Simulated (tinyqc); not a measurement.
Worked calculation: FCI on RHF in the sto-3g basis, for H3+, spin multiplicity 1. One step of it, computed by the program tinyqc.

Problem. FCI: determinants and Hamiltonian. Slater-Condon rules over spin orbitals, with the nuclear repulsion added and E(HF) subtracted on the diagonal.

one-electron integrals over orbitals h = C^T H C (hartree), lower triangle:
```
           1          2          3
1  -1.621992
2   0.010105  -1.074603
3   0.000000   0.000000  -1.033549
```

Two-electron integrals over orbitals (pq|rs), unique and non-zero (hartree):
```
(11|11) 0.563739    (21|11) -0.010105   (21|21) 0.144234    (22|11) 0.543439
(22|21) 0.100788    (22|22) 0.641622    (31|31) 0.145376    (32|31) -0.096140
(32|32) 0.072819    (33|11) 0.556086    (33|21) -0.104683   (33|22) 0.474697
(33|33) 0.645799
```

nuclear repulsion = 1.44669478 hartree

Hartree-Fock energy = -1.23355085 hartree

Give: determinants; H - E(HF) between determinants.

Solution.

Occupation strings over the orbitals (2 doubly, a alpha, b beta, 0 empty; spin orbitals ordered 1a 1b 2a 2b ...): 200 ab0 a0b ba0 b0a 020 0ab 0ba 002

H - E(HF) between determinants (hartree), lower triangle:
```
        200      ab0      a0b      ba0      b0a     020      0ab     0ba
200  0.0000
ab0  0.0000   0.5271
a0b  0.0000   0.0000   0.5808
ba0  0.0000  -0.1442   0.0000   0.5271
b0a  0.0000   0.0000  -0.1454   0.0000   0.5808
020  0.1442   0.1109   0.0000  -0.1109   0.0000  1.1727
0ab  0.0000   0.0000  -0.0946   0.0000   0.0961  0.0000   1.0468
0ba  0.0000   0.0000   0.0961   0.0000  -0.0946  0.0000  -0.0728  1.0468
002  0.1454  -0.0961   0.0000   0.0961   0.0000  0.0728   0.0000  0.0000

        002
002  1.2589
```
